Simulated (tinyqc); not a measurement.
Plane-wave Kohn-Sham cycle with exchange-only LDA in a layered model solid, step by step. One step of it, computed by the program tinyqc.

Question. Iteration 2: levels at that k. Diagonalise the Hermitian matrix.

H (hartree):
```
           -3         -2         -1         +0         +1         +2         +3
-3   0.364644  -0.243689  -0.050569  -0.001760  -0.001932  -0.000432   0.000338
-2  -0.243689   0.060870  -0.243689  -0.050569  -0.001760  -0.001932  -0.000432
-1  -0.050569  -0.243689  -0.107893  -0.243689  -0.050569  -0.001760  -0.001932
+0  -0.001760  -0.050569  -0.243689  -0.141645  -0.243689  -0.050569  -0.001760
+1  -0.001932  -0.001760  -0.050569  -0.243689  -0.040388  -0.243689  -0.050569
+2  -0.000432  -0.001932  -0.001760  -0.050569  -0.243689   0.195881  -0.243689
+3   0.000338  -0.000432  -0.001932  -0.001760  -0.050569  -0.243689   0.567160
```

Give: eigenvalues.

Answer.

eigenvalues (hartree): -0.571  -0.254  0.009  0.203  0.307  0.511  0.694
